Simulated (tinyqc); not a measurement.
Inside a calculation. Model: self-heating of a transistor with one or more fingers, with temperature-dependent conductivity. Computed by tinyqc, a small Python program that keeps every step. Command: `OMP_NUM_THREADS=1 python tinyqc.py 3004976 3004977 out.jsonl selfheat walk`. One thread of a shared host (Intel(R) Xeon(R) Processor @ 2.30GHz), about 0.06 s of CPU time with the checks. Intermediate numbers are printed to about 6 digits and carried at full precision; extremes and crossings named in words are read from the listed rows.

N long parallel fingers lie on the top face of a slab whose bottom is held at T_0; the top is otherwise insulated, and heat flows in two dimensions. P in W/mm is 1000 P in W/m.

Inputs (values chosen for the exercise, modelled on diamond): conductivity at the base temperature kappa_0 = 1950 W/(m K); exponent m in kappa ~ T^-m = 1.29; base temperature T_0 = 300 K; power per gate width P = 4 W/mm; fingers N = 6; finger pitch s = 12 micrometre; width of the heat source w = 0.59 micrometre; substrate thickness t = 110 micrometre; phonon free path Lambda = 340 nm; heat capacity C = 1.76 1e6 J/(m^3 K); pulse length = 0.13 microsecond; power coefficient beta = 0.68 1e-3/K.

Power: power rises with temperature.

## Geometry factors

A line source of power P on the top face raises the top at distance x by (P/(pi kappa_0)) g(x), g(x) = -ln tanh(pi x/(4 t)) (the image sum for the slab). On a strip of width w the centre sees the mean of g over the strip, g_0 = 1 + ln(8 t/(pi w)) for w much below t.

own factor g_0 = 7.16282

g(j s), j = 1..7: [2.45958, 1.77371, 1.38022, 1.10896, 0.90638, 0.74841, 0.62198]

## Linear temperature rise of each finger

theta_i = (P/(pi kappa_0)) [g_0 + sum over j != i of g(|i - j| s)], with equal powers and constant conductivity; thermal resistance = largest theta/P.

theta of each finger (K): [9.6581, 10.6723, 11.1063, 11.1063, 10.6723, 9.6581]

largest theta = 11.1063 K

thermal resistance = 2.77658 K mm/W

The neighbours supply 58 % of the rise of the hottest finger, which runs 1.4 K above the outer ones. Caution: the source is narrower than two phonon free paths, so the Fourier result understates the rise at the source.

## Correction for the falling conductivity

Kirchhoff transformation for kappa = kappa_0 (T/T_0)^-m: T = T_0 [1 - (m - 1) theta/T_0]^(-1/(m - 1)), where theta is the linear rise. The bracket vanishes at the power P T_0/((m - 1) theta).

peak temperature = 311.377 K

true rise = 11.3768 K

true rise / linear rise = 1.02435

power at which the formula diverges = 372.574 W/mm

The falling conductivity adds 2.4 % to the rise.

## Extra rise from ballistic phonons

Near a source smaller than the free path, Fourier's law overstates the flow. Rough estimate: a strip that emits phonons into a half space adds a resistance times area of 4 Lambda/(3 kappa_0), from the ballistic flux C v Delta T/4 with kappa_0 = C v Lambda/3, so Delta T_b = 4 Lambda P/(3 kappa_0 w); Knudsen number Lambda/w.

Knudsen number = 0.576271

ballistic rise Delta T_b = 1.57613 K

Delta T_b / largest theta = 0.141913

By this estimate the ballistic term is at most a fifth of the Fourier rise.

## Electrothermal feedback

The power follows P [1 + beta (T - T_0)] with T the peak temperature, for all fingers alike. Start at T_0 and repeat; stop when T changes by less than 1e-6 K, after 50 steps, or when the bracket falls below 0.05.

Iterations:
```
step  power (W/mm)    T (K)   change (K)
1          4.00000  311.377  1.13768e+01
2          4.03094  311.467  9.01639e-02
3          4.03119  311.468  7.14706e-04
4          4.03119  311.468  5.66530e-06
5          4.03119  311.468  4.49076e-08
```

converged (1 yes, 0 no) = 1

peak temperature with feedback = 311.468 K

Converged in 5 steps; feedback adds 0.1 K.

## Rise at the end of a pulse

After switching on, theta(tau) = (P D/kappa_0) int_0^tau X(u) Z(u) du at the hottest finger, D = kappa_0/C; X = sum over fingers at distance x of [erf((x + w/2)/r) - erf((x - w/2)/r)]/(2 w), Z = sum_(j=-200..200) (-1)^j exp(-(2 j t/r)^2)/sqrt(pi D u), r = 2 sqrt(D u); trapezoid rule on 300 points evenly spaced in ln u from u_0 = 1e-3 min(tau, w^2/D) to tau, plus the exact piece 2 sqrt(u_0/(pi D))/w below u_0. Conductivity and power are held at their base values here, and Fourier's law is used even where the diffusion length is near a phonon free path.

diffusivity D = 1107.95 micrometre^2/microsecond

diffusion length sqrt(D tau) = 12.0014 micrometre

linear rise after the pulse = 4.1737 K

share of the steady rise = 0.3758

## Rise against time

The formulas are those given above.

Heating curve:
```
time (microsecond)  sqrt(D time) (micrometre)  rise (K)  share of the steady rise
1.10e-05                             0.110397    0.4292                   0.03864
1.10e-04                             0.349106     1.046                   0.09418
0.0011                                1.10397    1.7807                    0.1603
0.011                                 3.49106    2.5398                    0.2287
0.11                                  11.0397    3.9945                    0.3597
0.55                                  24.6855    6.1976                     0.558
2.2                                   49.3710    8.6616                    0.7799
6.6                                   85.5132    10.454                    0.9412
16                                    133.144     11.05                     0.995
```

Half the steady rise is reached between 0.11 and 0.55 microseconds, and the last row holds 99.5 % of it; the slowest time constant is 4 t^2/(pi^2 D) = 4.43 microseconds. While the diffusion length lies between w and the pitch or thickness, the rise grows as the logarithm of time; once it nears the pitch of 12 micrometre the neighbours add their heat.

Checks made by the program: g(s) against the alternating image sum (relative difference 5e-07); Kirchhoff integral of kappa/kappa_0 from T_0 to T (relative difference below 1e-10); long-time limit against the steady rise (relative difference 8e-06).
